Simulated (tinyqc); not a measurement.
Inversion layer as a triangular well, valleys of the Si type: one step. Fermi level and populations. Three cases, with inputs chosen for the exercise.

Task: Solve for EF; c = hbar^2/2m0. The mean distance is sum n_i <z>_i/Ns.

Subband i holds n_i = g m_d/(2 pi c) kB T ln(1 + exp((EF - E_i)/kB T)) (spin included), and EF is fixed by sum n_i = Ns over the levels listed or, where none are listed, over j = 0 to 9 of each group; 1e12/cm^2 = 1e-4/angstrom^2.

Constants: hbar^2/2m0 = 3.80998211 eV angstrom^2; kB = 8.617333262e-05 eV/K.

Give: EF; Populations; mean distance from the surface.

Case 1.

Values chosen (out of a larger set: near those of Si; not measured data): Ns = 1.2 x 1e12/cm^2 (electron sheet density); T = 150 K (temperature).

Subbands:

| label | valleys g | m_d (m0) | E (eV) | <z> (angstrom) |
|---|---|---|---|---|
| 0 | 4 | 0.326772 | 0.139063 | 22.2014 |
| 0' | 2 | 0.421260 | 0.164720 | 26.2976 |
| 1 | 4 | 0.326772 | 0.243137 | 38.8169 |
| 1' | 2 | 0.421260 | 0.287997 | 45.9788 |
| 2 | 4 | 0.326772 | 0.328344 | 52.4202 |
| 2' | 2 | 0.421260 | 0.388925 | 62.0919 |
| 3 | 4 | 0.326772 | 0.403650 | 64.4428 |
| 4 | 4 | 0.326772 | 0.472490 | 75.4331 |
| 3' | 2 | 0.421260 | 0.478126 | 76.3328 |
| 5 | 4 | 0.326772 | 0.536636 | 85.6740 |

Result:

EF = 0.1160 eV

Populations:

| label | (EF - E)/kB T | n (1e12/cm^2) | share (%) |
|---|---|---|---|
| 0 | -1.78 | 1.096 | 91.3 |
| 0' | -3.77 | 0.104 | 8.6 |
| 1 | -9.84 | 0.000 | 0.0 |
| 1' | -13.31 | 0.000 | 0.0 |
| 2 | -16.43 | 0.000 | 0.0 |
| 2' | -21.11 | 0.000 | 0.0 |
| 3 | -22.25 | 0.000 | 0.0 |
| 4 | -27.58 | 0.000 | 0.0 |
| 3' | -28.02 | 0.000 | 0.0 |
| 5 | -32.54 | 0.000 | 0.0 |

mean distance from the surface = 22.56 angstrom

The lowest subband holds 91.3 % of the electrons and is partly degenerate (EF within a few kB T of its edge).

Case 2.

Values chosen (out of a larger set: near those of Si; not measured data): Ns = 1.2 x 1e12/cm^2 (electron sheet density); T = 150 K (temperature).

Subbands:

| label | valleys g | m_d (m0) | E (eV) | <z> (angstrom) |
|---|---|---|---|---|
| 0 | 2 | 0.190000 | 0.059111 | 19.9065 |
| 0' | 4 | 0.418999 | 0.100149 | 33.7262 |
| 1 | 2 | 0.190000 | 0.103351 | 34.8045 |
| 2 | 2 | 0.190000 | 0.139570 | 47.0017 |
| 3 | 2 | 0.190000 | 0.171580 | 57.7816 |
| 1' | 4 | 0.418999 | 0.175100 | 58.9670 |
| 4 | 2 | 0.190000 | 0.200842 | 67.6359 |
| 5 | 2 | 0.190000 | 0.228109 | 76.8183 |
| 2' | 4 | 0.418999 | 0.236463 | 79.6318 |
| 6 | 2 | 0.190000 | 0.253833 | 85.4814 |

Result:

EF = 0.0521 eV

Populations:

| label | (EF - E)/kB T | n (1e12/cm^2) | share (%) |
|---|---|---|---|
| 0 | -0.54 | 0.941 | 78.4 |
| 0' | -3.72 | 0.217 | 18.1 |
| 1 | -3.96 | 0.039 | 3.2 |
| 2 | -6.77 | 0.002 | 0.2 |
| 3 | -9.24 | 0.000 | 0.0 |
| 1' | -9.52 | 0.001 | 0.1 |
| 4 | -11.51 | 0.000 | 0.0 |
| 5 | -13.62 | 0.000 | 0.0 |
| 2' | -14.26 | 0.000 | 0.0 |
| 6 | -15.61 | 0.000 | 0.0 |

mean distance from the surface = 22.97 angstrom

The lowest subband holds 78.4 % of the electrons and is partly degenerate (EF within a few kB T of its edge).

Case 3.

Values chosen (out of a larger set: near those of Si; not measured data): Ns = 6.7 x 1e12/cm^2 (electron sheet density); T = 300 K (temperature).

Subbands:

| label | valleys g | m_d (m0) | E (eV) | <z> (angstrom) |
|---|---|---|---|---|
| 0 | 2 | 0.186000 | 0.157876 | 12.3011 |
| 0' | 4 | 0.410507 | 0.267622 | 20.8521 |
| 1 | 2 | 0.186000 | 0.276031 | 21.5073 |
| 2 | 2 | 0.186000 | 0.372765 | 29.0445 |
| 3 | 2 | 0.186000 | 0.458259 | 35.7059 |
| 1' | 4 | 0.410507 | 0.467910 | 36.4578 |
| 4 | 2 | 0.186000 | 0.536412 | 41.7952 |
| 5 | 2 | 0.186000 | 0.609237 | 47.4695 |
| 2' | 4 | 0.410507 | 0.631888 | 49.2344 |
| 6 | 2 | 0.186000 | 0.677943 | 52.8228 |

Result:

EF = 0.1880 eV

Populations:

| label | (EF - E)/kB T | n (1e12/cm^2) | share (%) |
|---|---|---|---|
| 0 | 1.16 | 5.769 | 86.1 |
| 0' | -3.08 | 0.796 | 11.9 |
| 1 | -3.41 | 0.131 | 2.0 |
| 2 | -7.15 | 0.003 | 0.0 |
| 3 | -10.45 | 0.000 | 0.0 |
| 1' | -10.83 | 0.000 | 0.0 |
| 4 | -13.48 | 0.000 | 0.0 |
| 5 | -16.29 | 0.000 | 0.0 |
| 2' | -17.17 | 0.000 | 0.0 |
| 6 | -18.95 | 0.000 | 0.0 |

mean distance from the surface = 13.51 angstrom

The lowest subband holds 86.1 % of the electrons and is partly degenerate (EF within a few kB T of its edge).

Computed by tinyqc, one run a case: `OMP_NUM_THREADS=1 python tinyqc.py N N+1 out.jsonl` with N = 1250612, 1251094, 1251105; one thread of a shared Intel(R) Xeon(R) Processor @ 2.30GHz, about 0.03 s a run at most.
